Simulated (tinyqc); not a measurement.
# Worked calculation: resistance of a tapered via with liner, size effect and interface

Numbers from tinyqc (`OMP_NUM_THREADS=1 python tinyqc.py 2750177 2750178 out.jsonl`; about 0.01 s on one thread of a shared Intel Xeon 2.30GHz). Printed values are rounded.

A round via whose diameter grows from db at the bottom as D(z) = db + 2 z/tan(ang). The fill, of diameter D - 2 tl, starts above the bottom liner (thickness fb tl) and has rho = rho0 (1 + ks lam/(D - 2 tl)); the sidewall liner conducts in parallel with it. The bottom liner and the interface are crossed over the full area pi db^2/4. Spreading in the lines above and below is left out.

Parameters, values chosen for the exercise; fill metal close to copper:
- db = 12 nm (diameter at the bottom)
- hv = 28 nm (height)
- ang = 89 degrees (sidewall angle)
- rho0 = 1.64 uohm cm (bulk resistivity of the fill)
- lam = 40.8 nm (mean free path of the fill)
- ks = 1.4 (size-effect factor)
- tl = 2.4 nm (liner on the sidewall)
- fb = 0.7 (liner at the bottom over that on the sidewall)
- rl = 460 uohm cm (resistivity of the liner)
- ri = 1.5e-12 ohm cm^2 (interface resistivity at the bottom)
- Sb = 1.1e15 S/m^2 (ballistic conductance per area, about 3/(4 rho0 lam))

## Slices of the via

Slices between z0 = fb tl and hv, evaluated at their midpoints: conductance per length pi/4 [(D - 2 tl)^2/rho + (D^2 - (D - 2 tl)^2)/rl], slice resistance = slice height over that. 8 slices.

```
slice   z (nm)   D (nm)  rho (uohm cm)  slice resistance (ohm)
0        3.325  12.1161        14.4442                 10.7178
1        6.615  12.2309        14.2463                 10.2641
2        9.905  12.3458        14.0545                 9.83585
3      13.1950  12.4606        13.8683                 9.43125
4      16.4850  12.5755        13.6877                 9.04872
5      19.7750  12.6903        13.5123                 8.68678
6      23.0650  12.8052        13.3420                 8.34408
7      26.3550  12.9201        13.1765                 8.01934
```

## Total resistance

R_fill = sum of the slices; R_bottom = rl fb tl/(pi db^2/4); R_interface = ri/(pi db^2/4); ballistic (Sharvin) limit 1/(Sb pi (db - 2 tl)^2/4); ideal cylinder rho0 hv/(pi db^2/4).

parts (ohm): fill 74.3480, bottom liner 68.3305, interface 1.32629
R = 144.005 ohm
shares (%): fill 51.6288, bottom liner 47.4502, interface 0.9210
ballistic limit = 22.3281 ohm
ideal cylinder = 4.06022 ohm

The fill is the largest part, and R is 35.5 times the ideal cylinder. With 2000 slices R = 144.01 ohm.
